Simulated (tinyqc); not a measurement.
Fully depleted semiconductor-on-insulator film with two gates, non-linear Poisson equation by Newton steps: one step of the calculation.

One dimension across the film, front interface at x = 0, back interface at x = ts. psi is counted from the intrinsic level, n = ni exp(psi/Vt) (source grounded), holes neglected, acceptors ionised. Gates act through Cox = eps0 eox/tox and Cbox = 3.9 eps0/tb with potentials G1 = Vg - (phiM - chi - Vt ln(Nc/ni)) and G2 = Vb - (phiB - chi - Vt ln(Nc/ni)). Classical Boltzmann densities, no interface charge, no depletion in the back plane.

Question. Electron sheet density, centroid and oxide fields. n_i = ni exp(psi_i/Vt); N_inv = sum w_i n_i with w = ts/11, halved at the ends; centroid sum w n x/N_inv; fields (G1 - psi_0)/tox and (G2 - psi_11)/tb.

Parameters, values chosen for the exercise; band and dielectric values close to those of silicon: temperature T = 300 K; insulator thickness tox = 7.2 nm; film thickness ts = 9.2 nm; buried-oxide thickness (eps_r 3.9) tb = 79 nm.

Constants: q = 1.602176634e-19 C, kB = 1.380649e-23 J/K, Vt = kB T/q. Results are converted to the units shown.

| node | converged psi (V) |
|---|---|
| 0 | 0.52157659 |
| 1 | 0.50940978 |
| 2 | 0.50006378 |
| 3 | 0.49268312 |
| 4 | 0.48677996 |
| 5 | 0.48205289 |
| 6 | 0.47830556 |
| 7 | 0.47540590 |
| 8 | 0.47326409 |
| 9 | 0.47181996 |
| 10 | 0.47103567 |
| 11 | 0.47089151 |

ni = 7.2783048e9 cm^-3
G1 = 0.58066060 V
G2 = 0.52066060 V

Give: n; N_inv; centroid; field in the front oxide; field in the buried oxide.

Answer.

| node | n (cm^-3) |
|---|---|
| 0 | 4.2085e18 |
| 1 | 2.6287e18 |
| 2 | 1.8312e18 |
| 3 | 1.3764e18 |
| 4 | 1.0954e18 |
| 5 | 9.1235e17 |
| 6 | 7.8924e17 |
| 7 | 7.0550e17 |
| 8 | 6.4941e17 |
| 9 | 6.1412e17 |
| 10 | 5.9577e17 |
| 11 | 5.9246e17 |

N_inv = 1.1373e12 cm^-2
centroid = 3.0122 nm
field in the front oxide = 0.082061 MV/cm
field in the buried oxide = 0.0062999 MV/cm

The centroid lies at 0.33 of the film, so the electrons spread through the volume.

Program tinyqc, `OMP_NUM_THREADS=1 python tinyqc.py 2190075 2190076 out.jsonl`; Intel Xeon 2.30GHz, shared host, one thread, about 0.4 s.
